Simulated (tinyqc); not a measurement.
Against thickness at fixed field: leakage through a gate insulator: direct, Fowler-Nordheim, trap-assisted and Poole-Frenkel currents. Computed by tinyqc, a small Python program. Command: `OMP_NUM_THREADS=1 python tinyqc.py 3013148 3013149 out.jsonl oxideleak walk`. One thread of a shared host (Intel(R) Xeon(R) Processor @ 2.30GHz), about 0.01 s of CPU time with the checks.

Electrons enter from the cathode Fermi level at x = 0; the conduction band of the insulator lies phi_b - e F x above it, F = V/t. WKB exponents use a parabolic band with mass m.

Inputs (values chosen for the exercise, with an insulator like SiO2):
```
quantity                        value   unit
thickness t                       1.7     nm
barrier phi_b                    3.11     eV
tunnelling mass m                0.39    m_0
static constant eps_ox           3.87      -
voltage across the insulator V   0.35      V
trap depth phi_t                  1.7     eV
trap density N_t                4e+17  cm^-3
attempt rate nu_0               3e+13    1/s
activation of capture E_a        0.13     eV
temperature T                     200      K
```

Constants: hbar^2/(2 m_0) = 3.80998212 eV angstrom^2; e = 1.602176634e-19 C; hbar = 1.054571817e-34 J s; k_B = 8.617333262e-05 eV/K.

Method:
- For a level a distance phi(x) below the band, the WKB exponent is 2 int kappa dx with kappa = sqrt(m phi/(hbar^2/2m_0)); for a linear barrier from phi_1 down to phi_2 = max(phi_1 - e F d, 0) it is G = (4/3) sqrt(m/(hbar^2/2m_0)) (phi_1^(3/2) - phi_2^(3/2))/(e F).
- J_tun = e^3 F^2/(16 pi^2 hbar m phi_b) x exp(-G) / [1 - sqrt(phi_2/phi_b)]^2 with the free-electron mass in the cathode (m in m_0), phi_2 = max(phi_b - e V, 0): direct tunnelling for e V < phi_b, Fowler-Nordheim above. Image forces, back-flow and the limit on supply are left out, so J_tun is overstated below about 0.5 V.
- Equivalent oxide thickness = 3.9 t/eps_ox.
- A trap at depth x lies phi_t below the band. Capture: tunnel at the cathode Fermi level from 0 to x (G_in from phi_1 = phi_b), rate nu_0 exp(-G_in - E_c/k_B T) with E_c = E_a + max(phi_b - phi_t - e F x, 0), the last term being the height of the trap above the cathode Fermi level. Emission: tunnel from the trap level to the anode (G_out from phi_1 = phi_t over t - x), rate nu_0 exp(-G_out - E_a/k_B T). Re-emission to the cathode follows from detailed balance, rate_back = rate_in exp(dE/k_B T) with dE = phi_b - phi_t - e F x. Each trap passes R = rate_in rate_out/(rate_in + rate_back + rate_out) electrons per second; filling from the anode is left out.
- J_TAT = e N_t int_0^t R dx by the midpoint rule on 400 intervals; the most effective depth is the midpoint with the largest R, rounded to 0.01 nm.

field F = 2.05882 MV/cm

Currents:
```
t (nm)   V (V)  J_tun (A/cm^2)  J_TAT (A/cm^2)
1.2     0.2471      5.6622e+03      4.3009e-34
1.6     0.3294      4.2626e+01      7.9570e-34
2.2     0.4529      3.9288e-02      1.9578e-33
3.0     0.6176      5.5525e-06      7.0699e-33
4.0     0.8235      1.5198e-10      4.6515e-32
5.5     1.1324      6.1855e-17      1.7457e-30
7.5     1.5441      1.2149e-24      1.6332e-28
10.0    2.0588      6.8018e-33      1.6343e-28
```

What does the comparison show, and why?

Between the first rows J_tun falls by 5.31 decades per nm. J_TAT overtakes J_tun between 7.5 and 10 nm. Below about 0.5 V the formula for J_tun, which has no back-flow, overstates the current. Caution: at so low a voltage the back-flow from the anode and the carrier supply, left out of this formula, matter.

Extremes, crossings and ranges named in words are read from the listed rows.
